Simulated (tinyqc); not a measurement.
Inversion-layer mobility, back-scattering and ballistic limit of a field-effect transistor: one step, computed by the program tinyqc.

The charge at the top of the source barrier is fixed by the gate; series resistance and short-channel effects are left out. F_j are Fermi integrals normalised to exp(eta) in the classical limit.

Question. Ballistic limit. F_j(eta) = (1/Gamma(j + 1)) int_0^infinity x^j/(1 + exp(x - eta)) dx, F_0 = ln(1 + exp(eta)). Integrals over x = E/(k_B T) use 160 Gauss-Legendre points in u = sqrt(x) from 0 to sqrt(max(eta, 0) + 32). Ballistic channel: N_2D = g_v m k_B T/(pi hbar^2), U = e V_D/(k_B T); eta_F solves N_inv = (N_2D/2)[F_0(eta_F) + F_0(eta_F - U)]; v_T = sqrt(2 k_B T/(pi m)); I/W = e (N_2D/2) v_T [F_1/2(eta_F) - F_1/2(eta_F - U)]; injection velocity v_T F_1/2(eta_F)/F_0(eta_F).

Inputs (values chosen for the exercise, modelled on a strained silicon n-channel): transport mass m = 0.19 m_0; valley degeneracy g_v = 2; drain voltage V_D = 0.37 V; temperature T = 300 K.

Statistics at the top of the barrier: Fermi-Dirac.

inversion density N_inv = 9.404842e+12 1/cm^2

Constants: m_0 = 9.1093837015e-31 kg; k_B = 1.380649e-23 J/K; hbar = 1.054571817e-34 J s; k_B = 8.617333262e-05 eV/K; e = 1.602176634e-19 C.

Give: N_2D; eta_F; thermal velocity v_T; injection velocity; ballistic current I/W.

Answer.

N_2D = 4.1037e+12 1/cm^2

eta_F = 4.5733

thermal velocity v_T = 1.2343 1e7 cm/s

injection velocity = 2.1042 1e7 cm/s

ballistic current I/W = 3170.6 microampere/micrometre

Degeneracy raises the injection velocity by a factor 1.70.
